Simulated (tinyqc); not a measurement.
Worked calculation: Wannier functions of a composite (isolated) pair of valence bands (bonds of an sp chain). Values are carried at full precision from step to step, so a last printed digit may differ when a step is redone from the rounded ones.

Each atom has a hybrid pointing left (<) and right (>). H(k): diagonal +V3 on A, -V3 on B; <A<|A>> = -V1a, <B<|B>> = -V1b, <A>|B<> = -V2, <B>|A<> = -V2p exp(ik); k in 1/a, Bloch sums with exp(ikR). The two lowest bands are filled. Trial functions in cell 0: g1 = cos(c) A> + sin(c) B<, and g2 = sin(c) B> + cos(c) A< of cell 1, whose Bloch vector has cos(c) exp(-ik) on A<. Projection A_mn = <psi_m|g_n>, S = A^+ A, Loewdin U = A S^(-1/2), Bloch-like states w_n = sum_m psi_m U_mn, H_W(k) = U^+ diag(E) U. P = sum_m |psi_m><psi_m| is free of phase choices, and S = g^+ P g, w = P g S^(-1/2).

Values chosen for the exercise:
- V2 = 3.9 eV (coupling in the bond A-B inside the cell)
- V2p = 4.48 eV (coupling in the bond to the next cell)
- V1a = 0.9 eV (coupling of the two hybrids on A)
- V1b = 0.61 eV (the same on B)
- V3 = 1.05 eV (A at +V3, B at -V3)
- j = 4 (mesh point, k = 2 pi j/N)
- N = 6 (k points)
- c = 45 degrees (trial bonds cos(c) on A, sin(c) on B)
- xb = 0.57 a (position of B (A at 0))

## H at one mesh point

Fill in the matrix.

H(k) (eV):
```
                A<       A>       B<              B>
A<          1.0500  -0.9000        0  2.2400-3.8798i
A>         -0.9000   1.0500  -3.9000               0
B<               0  -3.9000  -1.0500         -0.6100
B>  2.2400+3.8798i        0  -0.6100         -1.0500
```

## Levels and the projector on the filled bands

Diagonalise; P = sum over the two lowest states of |psi><psi|.

levels (eV): -4.8225  -3.9123  3.8085  4.9263

P:
```
                 A<               A>              B<               B>
A<           0.3896   0.0658-0.0281i  0.0155-0.0076i  -0.2459+0.4146i
A>   0.0658+0.0281i           0.3742  0.4782-0.0065i  -0.0140+0.0111i
B<   0.0155+0.0076i   0.4782+0.0065i          0.6259   0.0583-0.0414i
B>  -0.2459-0.4146i  -0.0140-0.0111i  0.0583+0.0414i           0.6103
```

The filled states put 1.528 electrons on A and 2.472 on B at this k.

## Loewdin orthogonalisation

The trial vectors are the columns g1 = (0, cos c, sin c, 0), g2 = (cos c exp(-ik), 0, 0, sin c), k = 2 pi j/N. Form S = g^+ P g, its eigenvalues, S^(-1/2), and w = P g S^(-1/2).

S:
```
                 1                2
1           0.9783  -0.0137+0.0111i
2  -0.0137-0.0111i           0.9820
```

eigenvalues of S: 0.9624  0.9978

S^(-1/2):
```
                1               2
1          1.0112  0.0070-0.0057i
2  0.0070+0.0057i          1.0092
```

w:
```
                 1                2
A<  0.0529-0.0236i  -0.3143+0.5362i
A>  0.6089-0.0047i  -0.0466+0.0351i
B<  0.7898+0.0047i   0.0369-0.0271i
B>  0.0371+0.0261i   0.7799-0.0041i
```

The combinations of the trial bonds that diagonalise S lie 96.2 to 99.8 % inside the filled space; an eigenvalue near zero would mark a poor choice.

## The Hamiltonian in the new basis

H_W = w^+ H w; its eigenvalues must be the two filled levels.

H_W(k) (eV):
```
               1              2
1         -4.086  -0.206-0.292i
2  -0.206+0.292i         -4.649
```

eigenvalues (eV): -4.822  -3.912

## Hoppings between the Wannier functions

H_mn(R) = (1/N) sum_k exp(-ikR) H_W,mn(k), the coupling of function m in cell 0 to function n in cell R.

H(R) (eV):

| R | 11 | 12 | 21 | 22 |
|---|---|---|---|---|
| -2 | 0.0001 | -0.0009 | 0.0000 | 0.0001 |
| -1 | 0.0147 | -0.3400 | -0.0016 | 0.0150 |
| 0 | -4.0709 | -0.3771 | -0.3771 | -4.6339 |
| 1 | 0.0147 | -0.0016 | -0.3400 | 0.0150 |
| 2 | 0.0001 | 0.0000 | -0.0009 | 0.0001 |
| 3 | 0.0000 | 0.0000 | 0.0000 | 0.0000 |

The bond levels are -4.071 and -4.634 eV, against -sqrt(V2^2 + V3^2) = -4.039 and -4.601 for isolated bonds. Neighbouring bonds couple by -0.377 eV through B; the bond-orbital estimate is -V1b (1 + ap)/2 = -0.379 with the mean V2 in ap = V3/sqrt(V2^2 + V3^2).

## The functions in real space

w_n(R) = (1/N) sum_k exp(ikR) w_n(k); point-like hybrids at R (A) and R + xb (B) give centres and spreads.

Function 1:

| R | A< | A> | B< | B> |
|---|---|---|---|---|
| -2 | 0.0000 | 0.0000 | 0.0000 | -0.0004 |
| -1 | 0.0003 | 0.0025 | -0.0015 | -0.0304 |
| 0 | 0.0392 | 0.6086 | 0.7911 | 0.0217 |
| 1 | -0.0273 | -0.0030 | 0.0040 | 0.0001 |
| 2 | -0.0004 | 0.0000 | 0.0001 | 0.0000 |
| 3 | 0.0000 | 0.0000 | 0.0000 | 0.0000 |

centres (a): 1 0.3574, 2 0.7374

spreads (a^2): 1 0.0767, 2 0.0450

Function 1 has 99.6 % of its weight on the two hybrids of its bond. Its centre lies +0.0724 a from the middle of the bond, towards B, the atom with the lower level.

## Checks

- Eigenvalues of H_W against the filled levels: they agree to 1e-10 or better.
- W^+ w against the unit matrix: they agree to 1e-10 or better.

tinyqc: `OMP_NUM_THREADS=1 python tinyqc.py 1451129 1451130 out.jsonl`; about 0.2 s, one thread, shared Intel(R) Xeon(R) Processor @ 2.30GHz.
